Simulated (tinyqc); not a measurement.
Crystallisation kinetics and data retention of a phase-change cell: retention against temperature.

Johnson-Mehl-Avrami-Kolmogorov law X = 1 - exp(-y^n), y = integral of k dt, k = (1/100 s) exp[-(Ec q/kB)(1/T - 1/T1)].

At fixed T the state fails at t = (-ln(1 - Xf))^(1/n)/k; ten years are 3.15576e8 s.

Values chosen for this exercise; values of the order of Ge-Sb-Te and related chalcogenides:
- Ec = 1.94 eV (activation energy of crystallisation)
- T1 = 430 K (temperature at which the rate k is 1/(100 s))
- n = 1.5 (Avrami exponent)
- Xf = 0.5 (crystalline share at which the state is lost)

Constants: q = 1.602176634e-19 C, kB = 1.380649e-23 J/K. Results are converted to the units shown.

Results:
```
T (K)	k (1/s)	time to fail (s)
308	9.853e-12	7.949e10
326	5.576e-10	1.405e9
344	2.068e-8	3.787e7
361	4.508e-7	1.737e6
379	8.716e-6	8.986e4
397	1.288e-4	6080
432	0.01274	61.46
450	0.1025	7.644
```

Estimate the missing row, T = 415 K.

Computed row:
```
T (K)	k (1/s)	time to fail (s)
415	0.001507	519.7
```

With this row back in the table: The time to fail falls from 7.95e10 to 7.64 s, a decade every 10.3 K at the cold end; ten years need T below 333.2 K.

Range of the model: One Arrhenius rate is assumed; incubation, growth from the boundary and the non-Arrhenius kinetics of the supercooled liquid are left out.

tinyqc, about 0.01 s, one thread, Intel Xeon 2.30GHz (shared host): `OMP_NUM_THREADS=1 python tinyqc.py 2490045 2490046 out.jsonl`
